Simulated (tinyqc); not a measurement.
# Inputs raised by 2 %, one at a time

Model: harmonic transition-state theory with quantum, tunnelling and friction corrections. Computed by tinyqc, a small Python program. Command: `OMP_NUM_THREADS=1 python tinyqc.py 3022506 3022507 out.jsonl rates sens`. One thread of a shared host (Intel(R) Xeon(R) Processor @ 2.30GHz), about 0.04 s of CPU time with the checks.

One atom hops between equivalent sites; three modes at the minimum and two real modes at the saddle are treated as harmonic, the rest of the crystal as unchanged; melting is ignored, so hot rows may lie above the melting point.

Inputs (values chosen for the exercise, modelled on a vacancy in copper): barrier E_b = 0.746 eV; imaginary frequency at the saddle nu_b = 2.01 THz; temperature T = 758 K; jump length d = 2.55 angstrom; number of jump directions z = 12.

Lattice of sites: three-dimensional.

frequencies at the minimum (THz): [3.63, 4.23, 5.45]

real frequencies at the saddle (THz): [5.06, 6.73]

Constants: k_B = 8.617333262e-05 eV/K; h x 1 THz = 4.135667696 meV.

Method:
- Vineyard: nu* = product of minimum frequencies / product of real saddle frequencies; k_cl = nu* exp(-E_b/(k_B T)).
- Activation entropy S = k_B ln(nu* h/(k_B T)); for uncorrelated jumps D = z k d^2/6 and D0 = z nu* d^2/6; 1 angstrom^2 = 1e-16 cm^2.
- Quantum harmonic: k_q = (k_B T/h) [prod 2 sinh(x_i/2) (minimum) / prod 2 sinh(x_j/2) (saddle)] exp(-E_b/(k_B T)), x = h nu/(k_B T).
- Zero-point correction to the barrier = (h/2)(sum of saddle frequencies - sum of minimum frequencies).
- With u = h nu_b/(k_B T): Wigner factor 1 + u^2/24; parabolic barrier (Bell) (u/2)/sin(u/2), valid above T_c = h nu_b/(2 pi k_B); symmetric Eckart barrier: kappa = int_0^infinity P(E) exp(-(E - E_b)/(k_B T)) dE/(k_B T), P = (cosh 2a - 1)/(cosh 2a + cosh 2d), a = alpha sqrt(E/E_b), alpha = 2 pi E_b/(h nu_b), 2d = 2 sqrt(alpha^2 - pi^2/4).

Runs; columns: (1) input moved; (2) from; (3) to; (4) classical diffusivity D (cm^2/s); (5) ratio k_q/k_cl; (6) quantum harmonic rate k_q (1/s); (7) crossover temperature T_c (K):
```
(1)                                             (2)      (3)        (4)     (5)        (6)    (7)
base run                                          -        -  3.504e-08  0.9983  2.690e+07  15.35
barrier E_b (eV)                              0.746  0.76092  2.789e-08  0.9983  2.141e+07  15.35
imaginary frequency at the saddle nu_b (THz)   2.01   2.0502  3.504e-08  0.9983  2.690e+07  15.66
temperature T (K)                               758   773.16  4.384e-08  0.9984  3.365e+07  15.35
jump length d (angstrom)                       2.55    2.601  3.646e-08  0.9983  2.690e+07  15.35
```

Exponents ln(y'/y) / ln(x'/x):
```
input                                   classical diffusivity D  ratio k_q/k_cl  quantum harmonic rate k_q  crossover temperature T_c
barrier E_b                                             -11.535           0.000                    -11.535                          0
imaginary frequency at the saddle nu_b                    0.000           0.000                      0.000                          1
temperature T                                            11.308           0.003                     11.312                          0
jump length d                                             2.000           0.000                      0.000                          0
```

Among the inputs moved here: classical diffusivity D answers most in size to barrier E_b (exponent -11.535), and about equally to temperature T (+11.308); its exponent is below 0.0005 for imaginary frequency at the saddle nu_b. Its exponent 0.000 in imaginary frequency at the saddle nu_b: the classical rate does not involve the unstable mode. Its exponent +2.000 in jump length d: D scales with the square of the jump. Ratio k_q/k_cl hardly depends on these (all exponents below 0.005). Quantum harmonic rate k_q answers most in size to barrier E_b (exponent -11.535), and about equally to temperature T (+11.312); its exponent is below 0.0005 for imaginary frequency at the saddle nu_b, jump length d. Crossover temperature T_c answers most in size to imaginary frequency at the saddle nu_b (exponent +1.000); its exponent is below 0.0005 for barrier E_b, temperature T, jump length d. Its exponent +1.000 in imaginary frequency at the saddle nu_b: T_c = h nu_b/(2 pi k_B).

Extremes, crossings and ranges named in words are read from the listed rows.
